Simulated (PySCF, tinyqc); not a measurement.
Worked calculation: G0W0 on RHF in the sto-3g basis, for H3+, spin multiplicity 1. The lowest restricted solution is unstable here: a spin-polarised one lies 0.0051 hartree lower (PySCF). One step of it, computed by the program tinyqc.

Task: G0W0 on Hartree-Fock: LUMO. W(p,q,m) = sqrt2 sum_ia (pq|ia) (X+Y)_ia,m; Sigma_c(x) = sum_(i,m) W^2/(x - e_i + w_m) + sum_(a,m) W^2/(x - e_a - w_m); solve x = e_p + Sigma_c(x) by Newton steps; Z = 1/(1 - dSigma/dx); 1 hartree = 27.211386 eV.

orbital energies (hartree): MO1 -0.874997, MO2 -0.335033, MO3 0.136173

Two-electron integrals over orbitals (pq|rs), unique and non-zero (hartree):
```
(11|11) 0.536189    (21|21) 0.147202    (22|11) 0.452047    (22|22) 0.512102
(31|11) 0.091708    (31|22) -0.049312   (31|31) 0.141579    (32|21) -0.144954
(32|32) 0.161395    (33|11) 0.542274    (33|22) 0.480051    (33|31) 0.079659
(33|33) 0.576191
```

excitation energies w (hartree): 0.780703  1.262975

X + Y:
```
            1         2
1>2  0.831648  0.000000
1>3  0.000000  0.894776
```

Give: The 12 largest terms at x = e_p; Newton steps; quasiparticle energy of the LUMO; Hartree-Fock value.

Result:

The 12 largest terms at x = e_p (hartree; W for the signs of X + Y given):

| q | m | W | term |
|---|---|---|---|
| 3 | 1 | -0.1705 | -0.0232 |
| 1 | 1 | 0.1731 | 0.0227 |
| 2 | 2 | -0.0624 | -0.0031 |

Newton steps (hartree):

| step | x | Sigma_c(x) | Z |
|---|---|---|---|
| 0 | -0.3350 | -0.0036 | 0.9632 |
| 1 | -0.3385 | -0.0035 | 0.9633 |
| 2 | -0.3385 | -0.0035 | 0.9633 |

quasiparticle energy of the LUMO = -9.2112 eV

Hartree-Fock value = -9.1167 eV
